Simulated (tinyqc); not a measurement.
Inside a calculation. Method: Hubbard ring of 6 sites. One step of it, computed by the program tinyqc.

Task: Mean-field iteration 2. H(up) = T + U n(down), H(down) = T + U n(up); fill the lowest levels; n(new) = n + mixing (n(out) - n); E = tr T (rho up + rho down) + U sum n_up n_down of the output.

one-body matrix (hopping and site energies) (eV), lower triangle:
```
           1          2          3          4          5         6
1   0.000000
2  -1.590000   0.000000
3   0.000000  -1.590000   0.000000
4   0.000000   0.000000  -1.590000   0.000000
5   0.000000   0.000000   0.000000  -1.590000   0.000000
6  -1.590000   0.000000   0.000000   0.000000  -1.590000  0.000000
```

U = 6.100000 eV

electrons, up and down: 3  3

mixing = 0.500000

n(up) after iteration 1: 1 0.923673, 2 0.076327, 3 0.923673, 4 0.076327, 5 0.923673, 6 0.076327

n(down) after iteration 1: 1 0.076327, 2 0.923673, 3 0.076327, 4 0.923673, 5 0.076327, 6 0.923673

Give: levels, up; levels, down; energy; n(up) after iteration 2; n(down) after iteration 2.

Result:

levels, up (eV): -1.0477  0.0157  0.0157  6.0843  6.0843  7.1477

levels, down (eV): -1.0477  0.0157  0.0157  6.0843  6.0843  7.1477

energy = -4.6572 eV

n(up) after iteration 2: 1 0.9063, 2 0.0937, 3 0.9063, 4 0.0937, 5 0.9063, 6 0.0937

n(down) after iteration 2: 1 0.0937, 2 0.9063, 3 0.0937, 4 0.9063, 5 0.0937, 6 0.9063
